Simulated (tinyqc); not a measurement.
Length of a polyene: Hueckel, PPP and singles CI along the polyenes. Computed by the program tinyqc. 

All-trans chains of carbon centres 1.40 angstrom apart:
```
parameter                               value
beta (eV), times 1 +/- alternation  -2.350000
alternation                          0.120000
W (eV)                              11.160000
gamma_rr (eV)                       10.140000
repulsion formula                        Ohno
```

Hueckel uses the same beta without repulsion; CIS keeps all single excitations and so misses the low, doubly excited 2Ag state. W is the valence ionisation energy of a centre, MN the Mataga-Nishimoto formula, f the oscillator strength.

Gaps and excitations (eV):
```
centres  Hueckel gap  PPP orbital gap  bright singlet (CIS)       f  lowest triplet (CIS)
2             5.2640          12.4850                6.7235  0.5764                3.8045
4             3.5876          10.1332                5.3622  1.0446                2.8671
6             2.8209           8.9672                4.5842  1.4426                2.4244
8             2.3891           8.2905                4.0971  1.7995                2.1916
10            2.1148           7.8595                3.7712  2.1291                2.0566
```

The Hueckel gap tends to 4 x alternation x |beta| = 1.13 eV for long chains. Exchange opens the PPP orbital gap, and the attraction of electron and hole brings the bright state 4.09 eV below it at 10 centres; the triplet lies 1.71 eV lower still.
